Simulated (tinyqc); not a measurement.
Worked calculation: coupled-perturbed Hartree-Fock on RHF in the sto-3g basis, for BeH+, spin multiplicity 1. One step of it, computed by the program tinyqc.

Question. Coupled step 2. U_ai = -(mu_ai + sum_bj [4 (ai|bj) - (ab|ij) - (aj|bi)] U_bj) / (e_a - e_i); alpha = -4 sum U_ai mu_ai.

U after step 1:
```
,i1,i2
a3,0.020773,1.964883
a4,0.000000,0.000000
a5,0.000000,0.000000
a6,0.014869,-0.663711
```

dipole integrals <a|z|i> (bohr):
```
,i1,i2
a3,-0.103550,-0.678469
a4,0.000000,0.000000
a5,0.000000,0.000000
a6,-0.101500,0.733938
```

orbital energies (hartree): MO1 -5.022050, MO2 -0.742158, MO3 -0.264363, MO4 -0.144357, MO5 -0.144357, MO6 0.358294

Two-electron integrals over orbitals (pq|rs), unique and non-zero (hartree):
```
p,q,r,s,(pq|rs)
1,1,1,1,2.275471
2,1,1,1,-0.166724
2,1,2,1,0.021126
2,2,1,1,0.489316
2,2,2,1,0.002710
2,2,2,2,0.536155
3,1,1,1,-0.173526
3,1,2,1,0.016100
3,1,2,2,-0.018754
3,1,3,1,0.027770
3,2,1,1,0.036451
3,2,2,1,-0.005689
3,2,2,2,-0.066360
3,2,3,1,0.002447
3,2,3,2,0.032911
3,3,1,1,0.555121
3,3,2,1,-0.013656
3,3,2,2,0.320551
3,3,3,1,0.004471
3,3,3,2,0.027306
3,3,3,3,0.469999
4,1,4,1,0.015596
4,2,4,1,0.013268
4,2,4,2,0.042943
4,3,4,1,0.014074
4,3,4,2,0.030650
4,3,4,3,0.052259
4,4,1,1,0.569234
4,4,2,1,-0.006195
4,4,2,2,0.370914
4,4,3,1,-0.006087
4,4,3,2,0.017591
4,4,3,3,0.399551
4,4,4,4,0.449859
5,1,5,1,0.015596
5,2,5,1,0.013268
5,2,5,2,0.042943
5,3,5,1,0.014074
5,3,5,2,0.030650
5,3,5,3,0.052259
5,4,5,4,0.024249
5,5,1,1,0.569234
5,5,2,1,-0.006195
5,5,2,2,0.370914
5,5,3,1,-0.006087
5,5,3,2,0.017591
5,5,3,3,0.399551
5,5,4,4,0.401360
5,5,5,5,0.449859
6,1,1,1,0.096380
6,1,2,1,-0.016204
6,1,2,2,-0.011118
6,1,3,1,-0.003140
6,1,3,2,0.006438
6,1,3,3,0.017303
6,1,4,4,0.001824
6,1,5,5,0.001824
6,1,6,1,0.018174
6,2,1,1,-0.115156
6,2,2,1,0.003473
6,2,2,2,0.063947
6,2,3,1,0.005731
6,2,3,2,-0.045584
6,2,3,3,-0.026709
6,2,4,4,-0.052136
6,2,5,5,-0.052136
6,2,6,1,0.001283
6,2,6,2,0.121445
6,3,1,1,0.049325
6,3,2,1,-0.004087
6,3,2,2,-0.056194
6,3,3,1,0.005866
6,3,3,2,0.027589
6,3,3,3,0.057380
6,3,4,4,0.016225
6,3,5,5,0.016225
6,3,6,1,0.007256
6,3,6,2,-0.045654
6,3,6,3,0.046698
6,4,4,1,-0.009321
6,4,4,2,-0.030093
6,4,4,3,-0.015052
6,4,6,4,0.026835
6,5,5,1,-0.009321
6,5,5,2,-0.030093
6,5,5,3,-0.015052
6,5,6,5,0.026835
6,6,1,1,0.517256
6,6,2,1,-0.000247
6,6,2,2,0.529734
6,6,3,1,-0.015511
6,6,3,2,-0.064150
6,6,3,3,0.350839
6,6,4,4,0.375184
6,6,5,5,0.375184
6,6,6,1,-0.006471
6,6,6,2,0.093027
6,6,6,3,-0.054579
6,6,6,6,0.565754
```

Give: U after step 2; polarisability.

Answer.

U after step 2:
```
,i1,i2
a3,0.0182,2.2186
a4,0.0000,0.0000
a5,0.0000,0.0000
a6,0.0121,-0.6233
```

polarisability = 7.8634 bohr^3
